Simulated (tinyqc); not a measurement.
Polytypes by hexagonality, and a cubic inclusion as a quantum well: one step. The bound level without the field. Three cases, with inputs chosen for the exercise.

Problem. Give V, L, the level E, its depth below the host conduction edge and the transition to the valence top of the host, gap(host) - (V - E).

Gap: E3 + (E2 - E3) h. Valence top Ev2 h and polarisation P2 h, both counted from 3C; Ec = Ev + gap.

A cubic inclusion of width L = N d in the host (h = 1) is a well of depth V = Ec(host) - Ec(3C). Square well with mass mismatch: k tan(k L/2) = (m_w/m_b) q, k = sqrt(m_w E/c), q = sqrt(m_b (V - E)/c), c = hbar^2/2m0, lowest root. The depth of the level, V - E, is its binding, and the transition to the valence top of the host is gap(host) - (V - E). The step in polarisation gives a field |F| = |P|/(eps eps0) in a thin inclusion, eps0 = 8.8541878e-12 F/m.

Constants: hbar^2/2m0 = 3.80998211 eV angstrom^2.

Give: V; L; E above the bottom; depth below the host edge; transition.

Case 1.

Values chosen (of the order of those of InP; not measured data): E3 = 1.413 eV (gap of the cubic polytype); E2 = 1.502 eV (gap of 2H); Ev2 = 0.048 eV (valence top of 2H above that of 3C); P2 = -0.0018 C/m^2 (spontaneous polarisation of 2H); m = (0.079, 0.076) m0 (electron mass along c in the cubic layer and in the host); d = 3.381 angstrom (thickness of a double layer); eps = 12.7 (dielectric constant); N = 6 (double layers in the cubic inclusion).

Solution.

V = 0.1370 eV
L = 20.286 angstrom
E above the bottom = 0.1085 eV
depth below the host edge = 0.0285 eV
transition = 1.4735 eV

The level keeps 21 % of the well depth. The transition lies above the gap of 3C itself (1.413 eV).

Case 2.

Values chosen (of the order of those of GaAs; not measured data): E3 = 1.526 eV (gap of the cubic polytype); E2 = 1.511 eV (gap of 2H); Ev2 = 0.1 eV (valence top of 2H above that of 3C); P2 = 0.0022 C/m^2 (spontaneous polarisation of 2H); m = (0.062, 0.072) m0 (electron mass along c in the cubic layer and in the host); d = 3.259 angstrom (thickness of a double layer); eps = 13.1 (dielectric constant); N = 15 (double layers in the cubic inclusion).

Solution.

V = 0.0850 eV
L = 48.885 angstrom
E above the bottom = 0.0480 eV
depth below the host edge = 0.0370 eV
transition = 1.4740 eV

The level keeps 43 % of the well depth. The transition lies below the gap of 3C itself (1.526 eV), which only a staggered line-up allows.

Case 3.

Values chosen (of the order of those of InAs; not measured data): E3 = 0.413 eV (gap of the cubic polytype); E2 = 0.463 eV (gap of 2H); Ev2 = 0.044 eV (valence top of 2H above that of 3C); P2 = 0.002 C/m^2 (spontaneous polarisation of 2H); m = (0.025, 0.026) m0 (electron mass along c in the cubic layer and in the host); d = 3.505 angstrom (thickness of a double layer); eps = 15.1 (dielectric constant); N = 6 (double layers in the cubic inclusion).

Solution.

V = 0.0940 eV
L = 21.030 angstrom
E above the bottom = 0.0879 eV
depth below the host edge = 0.0061 eV
transition = 0.4569 eV

The level keeps 6 % of the well depth. The transition lies above the gap of 3C itself (0.413 eV).

Computed by tinyqc, one run a case: `OMP_NUM_THREADS=1 python tinyqc.py N N+1 out.jsonl` with N = 1850293, 1850655, 1850697; one thread of a shared Intel(R) Xeon(R) Processor @ 2.30GHz, about 0.09 s a run at most.
